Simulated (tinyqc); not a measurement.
Inside a calculation. Model: charge neutrality of a doped semiconductor with incomplete ionisation. Computed by tinyqc, a small Python program that keeps every step. Command: `OMP_NUM_THREADS=1 python tinyqc.py 3013004 3013005 out.jsonl dopant walk`. One thread of a shared host (Intel(R) Xeon(R) Processor @ 2.30GHz), about 0.04 s of CPU time with the checks. Intermediate numbers are printed to about 6 digits and carried at full precision; extremes and crossings named in words are read from the listed rows.

Energies are counted from the top of the valence band; E_D is measured down from the conduction band and E_A up from the valence band.

Inputs (values chosen for the exercise, modelled on silicon):
```
quantity,value,unit
gap at 0 K E_g0,1.15,eV
Varshni alpha,0.000454,eV/K
Varshni beta,617,K
electron mass m_e,0.334,m_0
valleys M_c,6,-
hole mass m_h,0.839,m_0
donor density N_D,7.6e+18,cm^-3
acceptor density N_A,0,cm^-3
donor depth E_D,0.0439,eV
donor degeneracy g_D,2,-
static dielectric constant eps_s,12.1,-
temperature T,600,K
iteration cap,60,-
```

Doping: n-type. Statistics of the bands: Fermi-Dirac. Solver: bisection. Start of Newton steps: intrinsic level E_i.

ratios u of density to N: [0.012, 0.04, 0.13, 0.43, 1.4, 4.7, 15]

Constants: m_0 = 9.1093837015e-31 kg; k_B = 1.380649e-23 J/K; h = 6.62607015e-34 J s; k_B = 8.617333262e-05 eV/K.

## Gap and effective densities of states

E_g = E_g0 - alpha T^2/(T + beta). N_c = 2 M_c (2 pi m_e k_B T/h^2)^(3/2) and N_v = 2 (2 pi m_h k_B T/h^2)^(3/2), masses in units of m_0. n_i = sqrt(N_c N_v) exp(-E_g/(2 k_B T)); E_i = E_g/2 + (k_B T/2) ln(N_v/N_c).

gap E_g = 1.01570 eV

N_c = 8.22031e+19 cm^-3

N_v = 5.45456e+19 cm^-3

k_B T = 0.0517040 eV

intrinsic density n_i = 3.63129e+15 cm^-3

intrinsic level E_i = 0.497248 eV

## Charges at trial Fermi levels

n = N_c F_1/2((E_F - E_g)/k_B T), p = N_v F_1/2(-E_F/k_B T). F_1/2(eta) = (2/sqrt(pi)) int_0^infinity sqrt(x)/(1 + exp(x - eta)) dx, by the trapezoid rule in t = sqrt(x) with step 0.02 up to t = 12 (for eta < -12 by exp(eta) - exp(2 eta)/2^(3/2)). N_D+ = N_D/(1 + g_D exp((E_F - E_g + E_D)/k_B T)). Neutrality: p + N_D+ = n + N_A-; the log ratio is ln[(p + N_D+)/(n + N_A-)]. The last column is ln[(p + N_D+)/(n + N_A-)], which vanishes at neutrality; trial levels are the majority level plus multiples of k_B T, rounded to 0.1 meV.

Densities (cm^-3):
```
E_F (eV),n,p,N_D+,N_A-,log ratio
0.6616,8.71755e+16,1.51204e+14,7.56249e+18,0,4.46305
0.8167,1.73818e+18,7.52977e+12,6.91165e+18,0,1.38037
0.9201,1.22739e+19,1.01920e+12,4.37844e+18,0,-1.03078
1.0235,7.07571e+19,1.37955e+11,1.18088e+18,0,-4.09299
1.1269,2.50640e+20,1.86731e+10,1.84646e+17,0,-7.21333
```

The log ratio changes sign between 0.8167 and 0.9201 eV.

## Solving for the Fermi level

Bisection of the log ratio between E = -0.3 and E_g + 0.3 eV; stop when |log ratio| < 1e-9.

Course of the iteration:
```
step,E_F (eV),log ratio
1,0.507851,7.44139e+00
2,0.911777,-8.12191e-01
3,0.709814,3.52354e+00
4,0.810796,1.50359e+00
5,0.861286,4.11219e-01
6,0.886532,-1.79803e-01
7,0.873909,1.20385e-01
8,0.880220,-2.84708e-02
9,0.877065,4.62585e-02
...,...,...
22,0.879021,-1.24939e-06
23,0.879021,3.31616e-06
24,0.879021,1.03339e-06
25,0.879021,-1.07999e-07
26,0.879021,4.62694e-07
27,0.879021,1.77348e-07
28,0.879021,3.46740e-08
29,0.879021,-3.66627e-08
30,0.879021,-9.94332e-10
```

Fermi level E_F (last iterate) = 0.879021 eV

converged (1 yes, 0 no) = 1

steps = 30

Converged in 30 steps.

## Densities at the solution

The formulas are those given above.

majority density n = 5.70387e+18 cm^-3

minority density p = 2.25584e+12 cm^-3

ionised share of the donors = 0.750509

distance of E_F from the majority band edge = 0.136682 eV

n is 75.1 % of the net doping; n p / n_i^2 = 0.9758, below one because the majority band is degenerate. Caution: N^(1/3) a is above 0.2 for the radius a = e^2/(8 pi eps_0 eps_s E) of the dopant: near the Mott value, 0.26, the level broadens, and above it the level has merged with the band and all dopants are ionised, so such results of a fixed depth are only formal.

## The closed form for the extrinsic range

With Boltzmann statistics, no holes and every acceptor ionised, n (n + N_A) = n1 (N_D - N_A - n) with n1 = (N_c/g_D) exp(-E_D/k_B T). Take the positive root.

n1 = 1.75839e+19 cm^-3

n from the quadratic = 5.73168e+18 cm^-3

Against the full solution, 5.7039e18 cm^-3, the quadratic is off by 0.49 %.

## Carrier density against temperature

Neutrality is solved by bisection at each T. The last column is -k_B d ln(n T^-3/4)/d(1/T) from this row and the one above; it turns negative as ionisation nears completion, when the density grows more slowly than that power of T.

Against temperature:
```
T (K),n (cm^-3),E_F from the band edge (eV),ionised share,activation energy (eV)
18,9.10850e+11,0.020255,1.19849e-07,-
23,2.37308e+13,0.020148,3.12248e-06,0.0219499
32,6.84763e+14,0.020126,9.01004e-05,0.0219489
46,1.01206e+16,0.020406,1.33166e-03,0.0219362
73,1.09713e+17,0.021692,1.44359e-02,0.0218306
110,4.67477e+17,0.024639,6.15102e-02,0.0213570
170,1.36298e+18,0.031775,1.79339e-01,0.0199708
250,2.62239e+18,0.045026,3.45051e-01,0.0167172
300,3.31045e+18,0.055121,4.35586e-01,0.0124423
600,5.70387e+18,0.136682,7.50509e-01,0.0012512
```

Between the two coldest rows the activation energy is 0.0219 eV, 0.50 of the dopant depth: without compensation E_F sits halfway between level and band, so half the depth shows. No row comes within 10 % of the net doping.

## Reduced Fermi level from a carrier density

For u = density/N of the majority band, eta solves F_1/2(eta) = u (bisection). Boltzmann: ln u. Joyce-Dixon: ln u + u/sqrt(8) - 4.95009e-3 u^2 + 1.48386e-4 u^3 - 4.42563e-6 u^4. Degenerate limit: (3 sqrt(pi) u/4)^(2/3). The last column is (eta - ln u) k_B T.

Eta by four rules:
```
u,density (cm^-3),exact,Boltzmann,Joyce-Dixon,degenerate,Boltzmann error (meV)
0.012,9.86437e+17,-4.41861,-4.42285,-4.41861,0.06337,2.19325e-01
0.04,3.28812e+18,-3.20474,-3.21888,-3.20474,0.14140,7.30796e-01
0.13,1.06864e+19,-1.99434,-2.04022,-1.99434,0.31026,2.37211e+00
0.43,3.53473e+19,-0.69285,-0.84397,-0.69285,0.68876,7.81373e+00
1.4,1.15084e+20,0.82214,0.33647,0.82213,1.51301,2.51107e+01
4.7,3.86354e+20,3.11338,1.54756,3.11316,3.39226,8.09592e+01
15,1.23305e+21,7.23782,2.70805,7.17434,7.35335,2.34207e+02
```

Boltzmann statistics place E_F within 1 meV of the exact value up to u = 0.0400 of those listed and miss by 234 meV at u = 15. Joyce-Dixon stays within 0.01 in eta up to u = 4.70; the degenerate limit is still 1.6 % high at the last u. A parabolic band is assumed throughout.

Checks made by the program: neutrality at the solution (relative difference 1e-09).
